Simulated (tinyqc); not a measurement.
Changing the distance d to the collector: Haynes-Shockley experiment: drift, diffusion and decay of a minority-carrier pulse. Computed by tinyqc, a small Python program. Command: `OMP_NUM_THREADS=1 python tinyqc.py 3113808 3113809 out.jsonl haynes sweep`. One thread of a shared host (Intel(R) Xeon(R) Processor @ 2.30GHz), about 0.02 s of CPU time with the checks.

A thin sheet of excess carriers is made at x = 0, t = 0 in a long uniform bar; injection is low, so the pulse moves with the minority mobility.

Inputs (values chosen for the exercise, modelled on electrons in p-type silicon in a lightly doped bar):
```
quantity                     value         unit
minority mobility mu          1210   cm^2/(V s)
lifetime tau                    23  microsecond
temperature T                  330            K
field F                        6.9         V/cm
injected sheet density N0  4.1e+09       1/cm^2
```

Constants: k_B = 8.617333262e-05 eV/K.

Method:
- D = mu k_B T/e, v = mu F.
- Transit time d/v, diffusion length sqrt(D tau), drift length v tau, Peclet number v d/D = e F d/(k_B T).
- dn(x, t) = N0/sqrt(4 pi D t) exp(-(x - v t)^2/(4 D t) - t/tau).
- At fixed x the signal peaks where d ln(dn)/dt = 0: a t^2 + t/2 - x^2/(4 D) = 0 with a = v^2/(4 D) + 1/tau.
- The full width at half maximum is found by solving dn(x, t) = peak/2 on both sides of the peak.
- With w the full width at half maximum: mu = d/(F t_p); D = (w d)^2/(16 ln2 t_p^3); Einstein ratio D/mu against k_B T/e.

One run for each value; columns: (1) distance d to the collector (cm); (2) width at half maximum (microsecond); (3) peak density (1/cm^3); (4) error of mu (%); (5) Peclet number:
```
(1)       (2)         (3)     (4)     (5)
0.092   7.101  3.8334e+10  8.7800   22.32
0.130   8.510  2.6483e+10  7.4226   31.54
0.180  10.068  1.7404e+10  6.5189   43.68
0.260  12.154  9.6128e+09  5.8013   63.09
0.370  14.541  4.5929e+09  5.3239   89.78
0.520  17.273  1.8013e+09  4.9997  126.17
0.740  20.636  4.9138e+08  4.7625  179.55
1.000  24.011  1.1219e+08  4.6170  242.64
```

What does the table show, and why?

Over the rows, width at half maximum (microsecond) rises from 7.10 to 24.0 (exponent d ln y / d ln x about 0.51 throughout); peak density (1/cm^3) falls from 3.83e10 to 1.12e8 (exponent d ln y / d ln x -1.1 between the first rows and -4.9 between the last); error of mu (%) falls from 8.78 to 4.62 (exponent d ln y / d ln x -0.49 between the first rows and -0.10 between the last). At the high end the exponent of width at half maximum is 0.50, close to 0.50: the spread grows as sqrt(t).

Extremes, crossings and ranges named in words are read from the listed rows.
